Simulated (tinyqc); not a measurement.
Quantum against classical capture: non-radiative capture by multiphonon emission, one effective mode. Computed by tinyqc, a small Python program. Command: `OMP_NUM_THREADS=1 python tinyqc.py 3002483 3002484 out.jsonl capture walk`. One thread of a shared host (Intel(R) Xeon(R) Processor @ 2.30GHz), about 0.02 s of CPU time with the checks.

The initial state (free carrier plus empty centre) lies dE above the final state; both have the same frequency and are displaced by dQ.

Inputs (values chosen for the exercise, with mass, screening and phonons like those of beta-Ga2O3):

| quantity | value | unit |
|---|---|---|
| energy released dE | 0.287 | eV |
| phonon energy hbar omega | 36.4 | meV |
| Huang-Rhys factor S | 3.24 | - |
| electron-phonon coupling W | 0.003 | eV/(u^(1/2) angstrom) |
| cell volume V | 1430 | angstrom^3 |
| degeneracy g | 1 | - |
| broadening b | 31 | meV |
| carrier mass m | 0.272 | m_0 |
| dielectric constant eps | 9.99 | - |
| temperature T | 120 | K |

Centre: attractive.

Constants: hbar^2/u = 4.18015928e-03 eV angstrom^2; k_B = 8.617333262e-05 eV/K; hbar = 6.582119569e-16 eV s; Ry = 13.605693123 eV.

Method:
- dQ = sqrt(2 S (hbar^2/u)/hbar omega); relaxation energy lambda = S hbar omega; phonons needed P = dE/hbar omega; classical barrier E_b = (dE - lambda)^2/(4 lambda); occupation n = 1/(exp(hbar omega/k_B T) - 1).
- M_p = sum_m w_m <m_i|Q|(m + p)_f>^2 with Q counted from the final minimum and Boltzmann weights w_m for m = 0..24; <m_i|Q|k_f> = sqrt((hbar^2/u)/(2 hbar omega)) [sqrt(k) <m|k-1> + sqrt(k+1) <m|k+1>], with overlaps of oscillators displaced by d = sqrt(2 S) summed on 1500 points from -16 to 16 + d.
- The delta function is a Gaussian of standard deviation b at dE - p hbar omega.
- C_0 = V (2 pi/hbar) g W^2 sum_p M_p Gaussian_p. Here the sum runs over all p.
- Classical (Marcus) form: replace the sum by Q_c^2 exp(-E_b/k_B T)/sqrt(4 pi lambda k_B T), Q_c = dQ (dE + lambda)/(2 lambda).
- Sommerfeld factor of an attractive centre: s(k) = 2 pi nu/(1 - exp(-2 pi nu)), nu = sqrt(Ry*/E), Ry* = Ry m/eps^2, averaged over (2/sqrt(pi)) sqrt(x) exp(-x) dx with x = E/k_B T = t^2 (trapezoid, t to 6 in steps of 0.01).
- The last column is -k_B d ln C_0/d(1/T) from this row and the one above.

dQ = 0.862647 u^(1/2) angstrom

lambda = 0.117936 eV

classical barrier E_b = 0.0605893 eV

Against temperature:

| T (K) | C_0, quantum (cm^3/s) | C_0, classical (cm^3/s) | Sommerfeld factor | activation energy (eV) |
|---|---|---|---|---|
| 34 | 1.1287e-10 | 4.2712e-18 | 25.222 | - |
| 63 | 1.1317e-10 | 4.2733e-14 | 18.529 | 1.6826e-05 |
| 110 | 1.1824e-10 | 3.8080e-12 | 14.025 | 5.5690e-04 |
| 170 | 1.3506e-10 | 2.9236e-11 | 11.286 | 3.5703e-03 |
| 250 | 1.6716e-10 | 9.0567e-11 | 9.316 | 9.7620e-03 |
| 380 | 2.2276e-10 | 1.9227e-10 | 7.575 | 1.8084e-02 |
| 590 | 2.9308e-10 | 2.9812e-10 | 6.113 | 2.5238e-02 |
| 930 | 3.5097e-10 | 3.6710e-10 | 4.924 | 2.5072e-02 |

What follows from these numbers?

At 34.0 K the quantum value is 2.6e7 times the classical one: C_0 comes from tunnelling out of the lowest level and hardly depends on T. At 930 K the ratio is 0.96. The largest apparent activation energy is 0.025 eV against the classical barrier of 0.061 eV, so an Arrhenius fit understates the barrier, through tunnelling and the broadening b at low T and the T^(-1/2) prefactor at high T. The measured coefficient is C = s C_0, and s changes by a factor 0.20 over these rows, so C changes by 0.61 where C_0 changes by 3.1.

Extremes, crossings and ranges named in words are read from the listed rows.
